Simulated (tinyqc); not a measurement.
Non-linearity against on/off ratio.

Worst-case read of an N x N array without selectors, ideal wires, unselected lines floating and all unselected cells in the low state with resistance K Ron: the sneak path is Rsn = K Ron [2/(N - 1) + 1/(N - 1)^2], in parallel with the selected cell Rc. A sense resistor Ron to ground gives Vout = Vr Ron/(Ron + Rc Rsn/(Rc + Rsn)); margin = [Vout(Rc = Ron) - Vout(Rc = ra Ron)]/Vr. Here N = 16; the columns give the margin for ra = 5, 30 and 5000.

Non-linearity against on/off ratio:
```
K     Rsn/Ron  margin, ra = 5 (%)  margin, ra = 30 (%)  margin, ra = 5000 (%)
1     0.13778              1.0216               1.2593                 1.3077
3     0.41333              5.0015               6.3352                 6.6158
10     1.3778              15.240               20.160                 21.251
30     4.1333              24.747               33.811                 35.902
100    13.778              30.331               42.174                 44.967
300    41.333              32.284               45.158                 48.216
1000   137.78              33.013               46.280                 49.441
3000   413.33              33.226               46.609                 49.799
```

At K = 1 the margin is 1.02 % for ra = 5 and 1.31 % for ra = 5000: an on/off ratio 1000 times larger gains a factor of only 1.28, because the sneak path (0.14 Ron) shunts the cell. Raising K to 3000 lifts the margin at ra = 30 from 1.26 to 46.6 %.

Numbers from tinyqc (`OMP_NUM_THREADS=1 python tinyqc.py 2880117 2880118 out.jsonl`; about 0.03 s on one thread of a shared Intel Xeon 2.30GHz).
